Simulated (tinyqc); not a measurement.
# Ion-assisted plasma etching: sheath, surface coverage, synergy and aspect-ratio dependence, step by step

A worked calculation. Computed by tinyqc, a small Python program that keeps every step. Command: `OMP_NUM_THREADS=1 python tinyqc.py 3023070 3023071 out.jsonl etch walk`. One thread of a shared host (Intel(R) Xeon(R) Processor @ 2.30GHz), about 0.06 s of CPU time with the checks. Intermediate numbers are printed to about 6 digits and carried at full precision; extremes and crossings named in words are read from the listed rows.

Radicals adsorb on bare sites; ions remove covered sites with a high yield and bare sites by sputtering; a slow spontaneous reaction acts everywhere, walls included.

Inputs (values chosen for the exercise, close to those used for silicon dioxide in a fluorocarbon plasma):
```
quantity                                value       unit
plasma density n_e                    1.3e+11     1/cm^3
electron temperature T_e                  2.5         eV
ion mass M_i                               40          u
sheath voltage V                          170          V
radical density n                     1.3e+12     1/cm^3
radical mass M_n                           19          u
gas temperature T_g                       500          K
sticking coefficient s                   0.38          -
radicals per removed unit x                 2          -
yield slope b                             0.4  eV^(-1/2)
threshold E_th                             18         eV
sputter slope b_p                        0.02  eV^(-1/2)
sputter threshold E_p                      27         eV
spontaneous reaction probability k_c  4.6e-06          -
solid density N                       2.2e+22     1/cm^3
ion temperature T_i                       0.4         eV
aspect ratio A                            5.5          -
```

Feature: round hole.

Constants: e = 1.602176634e-19 C; u = 1.6605390666e-27 kg; k_B = 1.380649e-23 J/K; eps_0 = 8.8541878128e-12 F/m.

## Fluxes

Bohm speed u_B = sqrt(e T_e/M_i); ion flux G_i = 0.61 n_e u_B; radical flux G_n = n c/4 with c = sqrt(8 k_B T_g/(pi M_n)).

Bohm speed = 245567 cm/s

ion flux G_i = 1.94735e+16 1/(cm^2 s)

radical speed c = 74644.1 cm/s

radical flux G_n = 2.42593e+16 1/(cm^2 s)

flux ratio G_n/G_i = 1.24576

## Sheath and ion angles

Debye length lambda_D = sqrt(eps_0 T_e/(e n_s)) with n_s = 0.61 n_e, T_e in volts; Child-law sheath d = (sqrt2/3) lambda_D (2 V/T_e)^(3/4); ion energy E = V + T_e/2; angular spread = arctan(sqrt(T_i/E)).

Debye length = 41.7400 um

sheath thickness = 783.611 um

ion energy E = 171.25 eV

angular spread = 2.76694 degrees

## Yields

Yields: Y = b (sqrt(E) - sqrt(E_th)) on covered sites, Y_p = b_p (sqrt(E) - sqrt(E_p)) on bare ones (zero below threshold).

yield Y = 3.53744

sputter yield Y_p = 0.157802

## Open-field etch rate

Steady coverage: s G_n (1 - theta) = x Y G_i theta; removal flux = Y G_i theta + Y_p G_i (1 - theta) + k_c G_n; rate = flux/N, 1 cm/s = 6e8 nm/min. Lateral rate = k_c G_n/N; anisotropy = 1 - lateral/vertical; synergy = vertical/(ions alone + radicals alone), with ions alone Y_p G_i/N and radicals alone the lateral rate.

coverage theta = 0.0627149

vertical rate = 196.379 nm/min

lateral rate = 0.00304344 nm/min

anisotropy = 0.999985

synergy = 2.34311

The surface is nearly bare: radicals limit the ion-assisted part, and sputtering gives 40 % of the rate.

## Rate at the floor of the feature

Transmission of a round hole: K = 1/(1 + 3A/4), walls that scatter diffusely without loss. With a loss probability S = s (1 - theta) at the floor, G_b/G_n = K/(K + S - K S); theta follows G_b, and the two are solved together. Ions are taken to reach the floor unshadowed; G_b replaces G_n in every term of the rate; A is depth over diameter.

transmission K = 0.195122

G_b/G_n = 0.395716

coverage at the floor = 0.0257948

rate at the floor = 130.109 nm/min

floor rate over open-field rate = 0.662539

The lag is 34 %.

## Etch lag against aspect ratio

The formulas are those given above.

Floor of the feature:
```
A             K   G_b/G_n      theta  rate (nm/min)  relative rate
0.5    0.727273  0.881396  0.0556909        183.771       0.935798
1.0    0.571429  0.786941  0.0500213        173.594       0.883976
2.0    0.400000  0.646680  0.0414755        158.255       0.805865
5.0    0.210526  0.419089  0.0272768        132.769       0.676085
10.0   0.117647  0.263110  0.0173004        114.861       0.584898
20.0   0.062500  0.150531  0.0099718        101.707       0.517912
50.0   0.025974  0.065844  0.0043864         91.681       0.466859
100.0  0.013158  0.033973  0.0022680         87.879       0.447497
```

K falls by a factor 55.3 over the rows and the rate by 2.09. Among these rows the rate stays within 10 % of the open-field value up to A = 0.5, with an open-field coverage below one half; sputtering, which needs no radicals, carries much of the rate in the last rows. Caution: rows with A above about 1/(2 tan(ion spread)) or 1/sqrt(k_c), often 10 to 30, are formal: ion shadowing, radical loss on the walls, redeposition of sputtered material and, in fluorocarbon plasmas, polymer growth are left out and add to the lag.

## Yield per ion against the flux ratio

The ion flux is fixed and the radical flux set by the ratio; the removal per ion is the removal flux over G_i.

Open field:
```
G_n/G_i     theta  rate (nm/min)  removal per ion
0.3      0.015858         112.27          0.21140
1        0.050973         175.30          0.33008
3        0.138772         332.90          0.62682
10       0.349429         711.03          1.33879
30       0.617054        1191.44          2.24336
100      0.843041        1597.24          3.00744
300      0.941566        1774.57          3.34134
1000     0.981722        1848.36          3.48027
3000     0.993832        1874.98          3.53040
```

Coverage reaches one half at G_n/G_i = x Y/s = 18.6. Below that the ion-assisted part follows the radical flux, on top of the sputter floor Y_p = 0.158; above it the ion-assisted part saturates at Y = 3.54 per ion.

Checks made by the program: series form 1/R = 1/(Y G_i) + x/(s G_n) of the ion-assisted part (relative difference below 1e-10).
